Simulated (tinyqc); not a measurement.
Permeation of metal atoms or ions through a thin barrier or dielectric: time lag, field-aided drift and lifetime: one step, computed by the program tinyqc. Command: `OMP_NUM_THREADS=1 python tinyqc.py 3015669 3015670 out.jsonl barrier walk`. One thread of a shared host (Intel(R) Xeon(R) Processor @ 2.30GHz), about 0.01 s of CPU time with the checks.

The film 0 < x < d is empty at first; C = C0 at x = 0 and C = 0 at x = d. dC/dt = D d2C/dx2 - v dC/dx with drift v = D z e V/(k_B T d) (uniform field, no space charge).

Task: Steady flux and time lag. Steady flux J = (D C0/d) P/(1 - exp(-P)); time lag in units of d^2/D: s_L = [P (1 + exp(-P))/(1 - exp(-P)) - 2]/P^2 (P = 0: J = D C0/d, s_L = 1/6).

Inputs (values chosen for the exercise, for a model case: singly charged ions through a dielectric): thickness d = 59 nm; concentration at the source side C0 = 3.6e+14 1/cm^3; test temperature T = 275 C.

Peclet number P = 9.314947

diffusivity D = 7.000334e-16 cm^2/s

time scale d^2/D = 49726.20 s

Give: flux relative to D C0/d; steady flux J; time lag s_L; time lag.

Result:

flux relative to D C0/d = 9.3158

steady flux J = 3.9791e+05 1/(cm^2 s)

time lag s_L = 0.084324

time lag = 4193.1 s

Drift rules: J tends to v C0 and the lag to the transit time d/v.
